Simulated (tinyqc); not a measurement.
Worked calculation: precursor delivery and alloy composition in metal-organic vapour-phase epitaxy. Computed by tinyqc, a small Python program that keeps every step. Command: `OMP_NUM_THREADS=1 python tinyqc.py 3007746 3007747 out.jsonl movpe walk`. One thread of a shared host (Intel(R) Xeon(R) Processor @ 2.30GHz), about 0.01 s of CPU time with the checks. Intermediate numbers are printed to about 7 digits and carried at full precision; extremes and crossings named in words are read from the listed rows.

Carrier gas leaves each bubbler saturated. Group-III species cross a boundary layer and react at the surface; element 2 can also desorb. The film is (1)_(1-x) (2)_x V with a zinc-blende cell.

Inputs (values chosen for the exercise, close to those used for AlGaAs from TMAl and TEGa):
```
quantity                                   value      unit
source 1: a in log10(p/torr) = a - b/T      8.22         -
source 1: b                                 2134         K
source 1: bath temperature                    24         C
source 1: carrier flow                        14      sccm
source 2: a                                 8.08         -
source 2: b                                 2162         K
source 2: bath temperature                    21         C
source 2: carrier flow                        11      sccm
bubbler pressure p_b                         600      torr
group-V hydride flow                          38      sccm
total flow                                   6.9       slm
reactor pressure p                           100      torr
diffusivity D0 at 273.15 K and 760 torr     0.37    cm^2/s
boundary layer delta                         1.2        cm
prefactor of the surface rate k_s        6.4e+13      cm/s
energy of k_s                                  2        eV
prefactor of the loss of element 2         2e+18  layers/s
energy of the loss                          3.61        eV
lattice constant a                         5.655  angstrom
growth temperature T                         630         C
```

Constants: k_B = 1.380649e-23 J/K; k_B = 8.617333262e-05 eV/K.

## Molar flows

Temperatures in kelvin are T(C) + 273.15. Vapour pressure p_v = 10^(a - b/T); precursor flow = carrier flow x p_v/(p_b - p_v); 1 sccm = 44.615 micromol/min; V/III = hydride flow over the sum of both; gas share x_g = F2/(F1 + F2).

vapour pressures (torr): source 1 10.92551, source 2 5.370423

molar flows (micromol/min): F1 11.58459, F2 4.432366

V/III ratio = 105.8485

gas share x_g = 0.2767296

The slope of F2 with the temperature of bath 2 is b ln(10)/T^2 x p_b/(p_b - p_v) = 5.8 % per kelvin. Caution: trimethylaluminium is largely a dimer in the vapour, which would double its metal flow; it is counted as a monomer here.

## Transport to the surface

Partial pressure p_i = p F_i/(44615 x total flow in slm); density n_i = p_i/(k_B T), 1 torr = 133.322 Pa; D = D0 (T/273.15)^1.75 (760/p), h = D/delta, the same for both; k_s = prefactor x exp(-energy/(k_B T)); arrival J_i = n_i/(1/h + 1/k_s); in layers per second g_i = J_i a^2/2 (two group-III sites per a^2 on (001)).

densities (1/cm^3): n1 4.023549e+13, n2 1.539445e+13

h = 18.99817 cm/s

k_s = 442.3178 cm/s

arrival rates (layers/s): g1 1.171904, g2 0.4483809

Growth is transport-limited.

## Composition and growth rate

Loss of element 2 is r x with r = prefactor x exp(-energy/(k_B T)). Then x = (g2 - r x)/(g1 + g2 - r x), or r x^2 - (g1 + g2 + r) x + g2 = 0, smaller root; growth rate G = g1/(1 - x) layers/s; one layer is a/2 thick, 1 angstrom/s = 0.36 um/h. Distribution coefficient = [x/(1 - x)]/[x_g/(1 - x_g)], x_g = g2/(g1 + g2).

loss rate r = 0.01433593 layers/s

solid share x = 0.2749657

growth rate G = 1.645276 um/h

distribution coefficient = 0.9912086

Desorption is negligible, so the solid copies the gas. Caution: the lattice constant is held fixed as x changes, delta does not respond to the flow, both precursors share one D and k_s, and gas-phase side reactions are left out.

## Three regimes over temperature

The formulas are those given above.

Growth:
```
T (C)         k_s/h  r (layers/s)          x  G (um/h)
450    5.727894e-02  1.387433e-07  0.2767293  0.078880
500    4.060567e-01  5.878214e-06  0.2767269  0.442100
550    2.253497e+00  1.579863e-04  0.2767007  1.111320
600    1.021510e+01  2.912664e-03  0.2763415  1.526736
650    3.909908e+01  3.916135e-02  0.2720991  1.694164
700    1.297400e+02  4.031388e-01  0.2357721  1.708515
750    3.812062e+02  3.304326e+00  0.1066401  1.525217
800    1.009013e+03  2.226260e+01  0.0224491  1.446995
850    2.440161e+03  1.265622e+02  0.0043004  1.470833
```

G peaks at 700 C among these rows. Between the first rows the apparent energy is 1.66 eV, against 2 eV for k_s, as control is already mixed; k_s passes h between 500 and 550 C, well above which G depends weakly on T until desorption sets in. Among these rows x stays within 2 % of x_g up to 650 C and then falls, to 0.0043 in the last row, as element 2 desorbs. Caution: in these rows, too, a is fixed and both precursors share one D and k_s.

Checks made by the program: balance of element 2 (relative difference below 1e-10).
